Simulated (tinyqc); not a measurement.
Weakening the contact bond: metal-induced gap states at the contact of a metal chain and a two-band chain.

The semiconductor alternates sites A at -Eg/2 and C at +Eg/2 with hopping -t; the gap runs from -Eg/2 to Eg/2. In the gap cosh(q a) = 1 + (Eg^2/4 - E^2)/(2 t^2) and the amplitude changes by -exp(-q a) a period. The metal has site energy 0 and hopping -tm; its end site has g_m = (E - i sqrt(4 tm^2 - E^2))/(2 tm^2). Sites 1, 2, ... count into the semiconductor, with energies e1, e2 alternating. The clean half chain has g1 = 1/(E - e1 - t^2 g2), g2 = 1/(E - e2 - t^2 g1), decaying root. With the contact G11 = 1/(1/g1 - tc^2 g_m), and the density on site j is -Im G_jj/pi = |psi_j/psi_1|^2 (-Im G11/pi), per spin, with psi_2/psi_1 = -t g2, psi_3/psi_2 = -t g1.

Constants: e^2/(4 pi eps0) = 14.39964547 eV angstrom.

Inputs chosen for the exercise (gap and optical dielectric constant near those of GaAs; the chain itself is a model; the results hold for these values, not for the real material):
```
symbol  value  unit      meaning
Eg      1.47   eV        gap
t       2.96   eV        hopping in the semiconductor
tm      2.42   eV        hopping in the metal
end     A                site that touches the metal
a       4      angstrom  period (two sites); one chain for each area a^2
eps     10.5             dielectric constant
E       -0.43  eV        energy from mid-gap
```

At the given E, tc is varied, as by a thin spacer. xi = 1/(2q), N = 2 (summed density)/a^2, S = 1/(1 + 4 pi e^2 N xi/eps) with xi and eps kept.

Against tc:
```
tc (eV)  D1 (1/eV)  summed density (1/eV)       S
0.10       0.00047                0.00171  0.9646
0.25       0.00291                0.01067  0.8138
0.50       0.01151                0.04220  0.5251
0.80       0.02839                0.10412  0.3095
1.20       0.05656                0.20740  0.1837
1.80       0.08497                0.31161  0.1302
2.50       0.07994                0.29315  0.1373
3.50       0.05361                0.19661  0.1918
```

For a weak bond the density goes as tc^2 (ratio 6.23 between 0.25 and 0.1 eV, against 6.25). It is largest at tc = 1.8 eV among these rows and falls beyond, as the first site pairs off with the metal. S is 0.965 at 0.1 eV and has its least value, 0.130, in that row.

Program tinyqc; command `OMP_NUM_THREADS=1 python tinyqc.py 1482499 1482500 out.jsonl`; about 0.01 s on one thread of a shared Intel(R) Xeon(R) Processor @ 2.30GHz.
